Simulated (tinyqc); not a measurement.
Threshold-voltage variability of a planar MOSFET, analytic estimates: one step of the calculation.

Three independent sources add in quadrature: random dopants in the depleted layer, metal-gate grains of two orientations, and roughness of the two gate edges acting through the roll-off VT = VT(long) - Vr exp(-L/l). These are first-order estimates: no three-dimensional electrostatics, no percolation.

Task. Margin in standard deviations for the wanted yield. Cells fail independently with probability Q(k) = erfc(k/sqrt(2))/2 when the margin is k standard deviations, and Y = exp(-Nb Q(k)). phi = exp(-k^2/2)/sqrt(2 pi). Newton steps on ln Q(k) = ln(-ln(Y)/Nb): k(new) = k + [ln Q - ln(-ln(Y)/Nb)] Q/phi.

Inputs (values chosen for the exercise): number of cells Nb = 1048576; wanted yield Y = 0.999.

k at the start = 4

Wanted: Q(k); phi; k after iteration 1.

Result.

Q(k) = 3.167e-5
phi = 1.338e-4
k after iteration 1 = 6.464

tinyqc, about 0.01 s, one thread, Intel Xeon 2.30GHz (shared host): `OMP_NUM_THREADS=1 python tinyqc.py 2090139 2090140 out.jsonl`
